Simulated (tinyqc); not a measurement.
Heisenberg spin cluster by exact diagonalisation: multiplets, susceptibility, level crossings. Changing the temperature T. Computed by tinyqc, a small Python program. Command: `OMP_NUM_THREADS=1 python tinyqc.py 3004470 3004471 out.jsonl spincl sweep`. One thread of a shared host (Intel(R) Xeon(R) Processor @ 2.30GHz), about 0.01 s of CPU time with the checks.

H = J1 sum S_i.S_j over the bonds 1-2, 2-3 + J2 sum over 1-3 - g mu_B B S_z; J > 0 is antiferromagnetic.

Inputs (values chosen for the exercise, for a model cluster):
```
quantity     value  unit
exchange J1  -3.86   meV
exchange J2   0.14   meV
g factor      2.11     -
field B       0.66     T
```

Cluster: triangle, two J1 bonds and one J2 bond. Spin s of each site: 0.5.

Constants: k_B = 8.617333262e-05 eV/K; mu_B = 5.7883818060e-05 eV/T.

Method:
- Every multiplet has one member in the block S_z = 0.5; diagonalise it and read the total spin from <S^2> = S (S + 1).
- Z = sum k (2S + 1) exp(-E/(k_B T)) over the table, k the number of multiplets; <S^2> likewise with the factor S (S + 1); chi T = N_A g^2 mu_B^2 <S^2>/(3 k_B) = 0.125049 g^2 <S^2> cm^3 K/mol (cgs, per mole of clusters); C = (<E^2> - <E>^2)/(k_B T)^2; entropy = ln Z + <E>/(k_B T).
- Each multiplet splits as E - g mu_B B m; <S_z> is the Boltzmann mean. The first level crossing is at the smallest (E_S - E_0)/(g mu_B (S - S_0)) over higher spins (0 if the ground state has the highest spin).

One run for each value:
```
temperature T (K)  chi T (cm^3 K/mol)  heat capacity (k_B)  entropy (k_B)    <S_z>
5.8                            2.0648              0.17427         1.4493  0.19796
9.5                            1.9983              0.25999         1.5604  0.11751
16.0                           1.8775              0.28347         1.7033  0.06567
26.0                           1.7403              0.26505         1.8390  0.03748
42.0                           1.6055              0.18750         1.9491  0.02141
70.0                           1.4861              0.09840         2.0211  0.01189
190.0                          1.3458              0.01812         2.0699  0.00397
310.0                          1.3106              0.00721         2.0757  0.00237
```

Give the missing row, temperature T (K) = 110.0.

Computed row:
```
temperature T (K)  chi T (cm^3 K/mol)  heat capacity (k_B)  entropy (k_B)    <S_z>
110.0                          1.4085              0.04789         2.0531  0.00717
```

Interpolating between the two neighbouring rows (the first column on a logarithmic scale, the others too where they are positive) misses most in heat capacity (k_B), by 4.5 %. Over the rows, chi T (cm^3 K/mol) falls from 2.06 to 1.31 (exponent d ln y / d ln x -0.066 between the first rows and -0.054 between the last); heat capacity (k_B) goes from 0.174 through a maximum among these rows, 0.283 at 16.0, to 0.00721; entropy (k_B) rises from 1.45 to 2.08 (exponent d ln y / d ln x 0.15 between the first rows and 0.0057 between the last).

Extremes, crossings and ranges named in words are read from the listed rows.
